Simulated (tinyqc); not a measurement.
## Energy and delay of logic against supply voltage: energy and delay against supply voltage

One expression serves below and above threshold: I(Vg) = Ik [ln(1 + exp((Vg - VT + dd V)/(al nf Vt)))]^al, with I_on = I(V) and I_off = I(0). Gate delay td = kd C V/I_on, clock period LD td. Per gate and cycle the switching energy is act C V^2 and the leakage energy I_off V LD td. No short-circuit current, no variation. Minima are sought above 0.09 V; below a few Vt gates no longer switch and the model has no meaning.

EDP = energy times td.

Values chosen for this exercise; values of the order met in logic technologies:
- T = 358 K (temperature)
- VT = 0.21 V (threshold voltage at zero drain bias)
- nf = 1.32 (slope factor)
- dd = 0.08 (barrier lowering per volt of supply)
- Ik = 1.4 uA (specific current of a gate)
- al = 1.61 (exponent of the current law)
- C = 0.32 fF (load capacitance of a gate)
- kd = 0.8 (delay factor)
- LD = 60 (logic depth)
- act = 0.01 (activity factor)

Constants: q = 1.602176634e-19 C, kB = 1.380649e-23 J/K, Vt = kB T/q. Results are converted to the units shown.

Energy and delay against supply voltage:
```
V (V)  I_on (uA)  I_off (nA)  td (ps)  switching (aJ)  leakage (aJ)  energy (aJ)  EDP (fJ ps)
0.28      3.0680      13.362   23.364         0.25088        5.2447       5.4956      0.12840
0.38      8.6657      16.170   11.226         0.46208        4.1388       4.6009     0.051648
0.48      16.987      19.555   7.2336         0.73728        4.0739       4.8112     0.034802
0.59      28.628      24.081   5.2760          1.1139        4.4976       5.6115     0.029606
0.69      41.138      29.071   4.2938          1.5235        5.1678       6.6913     0.028731
0.79      55.304      35.062   3.6569          1.9971        6.0775       8.0746     0.029528
0.89      71.003      42.241   3.2089          2.5347        7.2381       9.7728     0.031359
1         89.937      51.775   2.8464          3.2000        8.8424       12.042     0.034278
1.1       108.58      62.211   2.5934          3.8720        10.648       14.520     0.037658
1.2       128.53      74.640   2.3901          4.6080        12.845       17.453     0.041715
```

Read the table: what changes, and by how much?

td falls from 23.4 to 2.39 ps; the energy goes from 5.50 through a minimum of 4.60 (at V = 0.38 V among the rows listed) to 17.5 aJ and the EDP goes from 0.128 through a minimum of 0.0287 (at V = 0.69 V among the rows listed) to 0.0417 fJ ps. The exact minima lie at V = 0.399 V for the energy and 0.682 V for the EDP. Going from 1.2 V to the energy minimum saves a factor of 3.81 in energy and costs a factor of 4.26 in delay. Below the minimum the leakage energy rises faster than the switching energy falls, because the clock period grows so steeply.

tinyqc, about 0.01 s, one thread, Intel Xeon 2.30GHz (shared host): `OMP_NUM_THREADS=1 python tinyqc.py 2082054 2082055 out.jsonl`
